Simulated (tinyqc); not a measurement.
# One-dimensional ballistic tunnel FET, two-band WKB: two studies

A p-type source for x < 0 with its Fermi level at 0 and its valence edge at ds; in the channel the bands fall as D exp(-x/lam) towards their flat values, with the conduction edge at Ec = ds - dP and D = dP + Eg. The gate moves dP one to one. The drain Fermi level lies at -Vd and the drain side reflects nothing. For w = E - Ec between 0 and dP an electron crosses the gap. Two-band dispersion with equal masses m: inside the gap kappa = sqrt(m u (1 - u/Eg)/C), u the distance from a band edge, C = hbar^2/(2 m0).

Values chosen for this exercise; band and dielectric values those of a made-up semiconductor:
- T = 300 K (temperature)
- Eg = 0.374 eV (band gap)
- m = 0.017 m0 (band-edge mass of the two-band model)
- lam = 5.9 nm (screening length of the source junction)
- ds = 0.03 eV (source valence edge above the source Fermi level)
- Vd = 0.1 V (drain bias)
- g = 2 (number of degenerate subbands (spin apart))
- dP = 0.24 eV (tunnelling window Ev(source) - Ec(channel))

Constants: q = 1.602176634e-19 C, kB = 1.380649e-23 J/K, hbar = 1.054571817e-34 J s, h = 6.62607015e-34 J s, m0 = 9.1093837015e-31 kg, Vt = kB T/q, hbar^2/(2 m0) = 0.0380998212 eV nm^2. Results are converted to the units shown.

Each table varies one quantity; the others keep the values above.

## Output curve

S(w) = 2 lam int_0^Eg kappa(u) du/(w + Eg - u) = 2 pi lam sqrt(m/(C Eg)) [w + Eg/2 - sqrt(w (w + Eg))], T(w) = exp(-S). I = g (2 q^2/h) int_0^dP T(w) [f(E) - f(E + Vd)] dw, E = ds - dP + w, f(x) = 1/(1 + exp(x/Vt)). Swing = d(dP)/d(log10 I).

Result of one run:

| Vd (V) | I (uA) |
|---|---|
| 0.31 | 2.128 |

What becomes of these results when the drain bias Vd is changed from 0.31 to 0.02 V, all else the same?

Result of the changed run:

| Vd (V) | I (uA) |
|---|---|
| 0.02 | 0.3312 |

The whole series:

| Vd (V) | I (uA) |
|---|---|
| 0.02 | 0.3312 |
| 0.09 | 1.378 |
| 0.16 | 1.943 |
| 0.24 | 2.114 |
| 0.31 | 2.128 |
| 0.38 | 2.129 |
| 0.45 | 2.129 |
| 0.53 | 2.129 |
| 0.6 | 2.129 |

I rises from 0.331 to 2.13 uA; it reaches 95 % of the last value at Vd = 0.24 V among the rows. The drain Fermi level passes the channel conduction edge at Vd = dP - ds = 0.210 V, after which the back flow dies out. The window dP is held fixed. In every row S at w = dP is below 2, where a WKB prefactor of 1 is a rough guess.

## Transfer curve and swing

Same model as above.

Results:

| dP (eV) | T(w = dP) | I (uA) | swing (mV/decade) |
|---|---|---|---|
| 0.011 | 0.004598 | 0.001176 | 13.67 |
| 0.016 | 0.006597 | 0.002422 | 18.39 |
| 0.025 | 0.01067 | 0.006188 | 26.13 |
| 0.039 | 0.01809 | 0.01726 | 37.26 |
| 0.06 | 0.03120 | 0.05070 | 53.50 |
| 0.092 | 0.05431 | 0.1559 | 80.11 |
| 0.14 | 0.09267 | 0.4607 | 130.7 |
| 0.22 | 0.1584 | 1.263 | 258.1 |
| 0.51 | 0.3553 | 4.370 | 1115 |

Estimate the missing row, dP = 0.33 eV.

Computed row:

| dP (eV) | T(w = dP) | I (uA) | swing (mV/decade) |
|---|---|---|---|
| 0.33 | 0.2424 | 2.530 | 514.7 |

With this row back in the table: I rises from 0.00118 to 4.37 uA and the swing rises from 13.7 to 1110 mV/decade. The thermionic limit is Vt ln 10 = 59.5 mV/decade; the swing stays under it up to dP = 0.06 eV among the rows, where I is 0.0507 uA, 1.2 % of the last row. Leakage below the onset is not in the model. In 3 of the 10 rows S at w = dP is below 2, where a WKB prefactor of 1 is a rough guess.

Numbers from tinyqc (`OMP_NUM_THREADS=1 python tinyqc.py 2620013 2620014 out.jsonl`; about 0.01 s on one thread of a shared Intel Xeon 2.30GHz).
